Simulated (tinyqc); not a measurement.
Trap density and cross-section from the conductance peak.

Inverse problem. For a continuum of interface traps on an n-type substrate Gp/w peaks at 2 pi f tau = 1.9803 with the height 0.40237 q Dit, and tau = 1/(sn vth Nd exp(psi/Vt)) with psi = ps. Find Dit, tau and sn.

Parameters, values chosen for the exercise:

| symbol | value | unit | meaning |
|---|---|---|---|
| T | 200 | K | temperature |
| Nd | 3.8e16 | cm^-3 | donor density |
| ps | -0.121 | V | band bending psi |
| vth | 1.5e7 | cm/s | thermal velocity |

Constants: q = 1.602176634e-19 C, kB = 1.380649e-23 J/K, Vt = kB T/q. Results are converted to the units shown.

peak Gp/w = 20.629370 nF/cm^2
frequency of the peak = 4653.2691 Hz

Solution. The height gives Dit, the position tau, and tau with the surface density gives sn.

Dit = 3.200e11 cm^-2 eV^-1
tau = 6.773e-5 s
sn = 2.900e-17 cm^2

Computed by the program tinyqc: `OMP_NUM_THREADS=1 python tinyqc.py 2030051 2030052 out.jsonl`, one thread of a shared Intel Xeon 2.30GHz, about 0.01 s for the whole run.
